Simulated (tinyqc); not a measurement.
Changing the Mott potential V: Cabrera-Mott growth of a thin oxide under its own electric field. Computed by tinyqc, a small Python program. Command: `OMP_NUM_THREADS=1 python tinyqc.py 3025370 3025371 out.jsonl cabrera sweep`. One thread of a shared host (Intel(R) Xeon(R) Processor @ 2.30GHz), about 0.03 s of CPU time with the checks.

Electrons cross the film freely and set a fixed potential V across it; the field V/x lowers the barrier for ions entering the oxide.

Inputs (values chosen for the exercise, for a model metal):
```
quantity                     value        unit
barrier W                     1.18          eV
ion charge number z              2           -
half jump distance b           1.7    angstrom
prefactor u0 = N Omega nu  3.4e+12  angstrom/s
temperature T                  500           K
starting thickness x0          5.4    angstrom
time t                       79000           s
```

Backward hops: kept.

Constants: k_B = 8.617333262e-05 eV/K.

Method. u = u0 exp(-W/(k_B T)), X1 = z b V/(k_B T) with V in volts and k_B T in eV; dx/dt = 2 u sinh(X1/x). t(x) = int_(x0)^x dx / (dx/dt) by Gauss-Legendre quadrature (80 points on each side of (x0 + 2 x)/3), solved for x.

One run for each value:
```
Mott potential V (V)  thickness x (angstrom)  field at time t (MV/cm)  rate at time t (angstrom/s)
0.40                                    6580                 0.006079                      0.04165
0.65                                    8389                 0.007749                      0.05309
0.90                                    9871                 0.009118                      0.06247
1.10                                   10913                 0.010080                      0.06906
1.40                                   12311                 0.011372                      0.07791
1.60                                   13162                 0.012157                      0.08329
1.90                                   14343                 0.013247                      0.09076
2.10                                   15079                 0.013927                      0.09542
2.40                                   16120                 0.014888                      0.10200
```

Describe the trends.

Over the rows, thickness x (angstrom) rises from 6580 to 16100 (exponent d ln y / d ln x about 0.50 throughout); field at time t (MV/cm) rises from 0.00608 to 0.0149 (exponent d ln y / d ln x about 0.50 throughout); rate at time t (angstrom/s) rises from 0.0416 to 0.102 (exponent d ln y / d ln x about 0.50 throughout).

Caution (all rows): the starting field or rate is formal: the first layers form as fast as oxygen arrives. Caution (all rows): electrons tunnel only through a few nanometres, so beyond about 10 nm a fixed Mott potential is doubtful. Caution (rows 1.90, 2.10, 2.40): at x0 the field term exceeds the barrier W, so the first layers form faster than any hopping formula describes; the later thickness hardly depends on x0.
